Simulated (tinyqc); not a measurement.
Worked calculation: Hubbard ring of 4 sites. One step of it, computed by the program tinyqc.

Question. Mean-field iteration 1. H(up) = T + U n(down), H(down) = T + U n(up); fill the lowest levels; n(new) = n + mixing (n(out) - n); E = tr T (rho up + rho down) + U sum n_up n_down of the output.

one-body matrix (hopping and site energies) (eV), lower triangle:
```
           1          2          3         4
1  -0.960000
2  -1.670000   0.200000
3   0.000000  -1.670000   0.800000
4  -1.670000   0.000000  -1.670000  0.820000
```

U = 4.700000 eV

electrons, up and down: 3  2

mixing = 1

n(up) at the start (a guess, not normalised): 1 1.000000, 2 0.450000, 3 1.000000, 4 0.450000

n(down) at the start (a guess): 1 0.200000, 2 0.800000, 3 0.200000, 4 0.800000

Give: levels, up; levels, down; energy; n(up) after iteration 1; n(down) after iteration 1.

Answer.

levels, up (eV): -1.4374  1.0679  4.2430  6.3865

levels, down (eV): 0.0516  2.6387  4.4962  7.3035

energy = 1.3890 eV

n(up) after iteration 1: 1 0.9040, 2 0.7427, 3 0.8175, 4 0.5358

n(down) after iteration 1: 1 0.2631, 2 0.8406, 3 0.1178, 4 0.7784
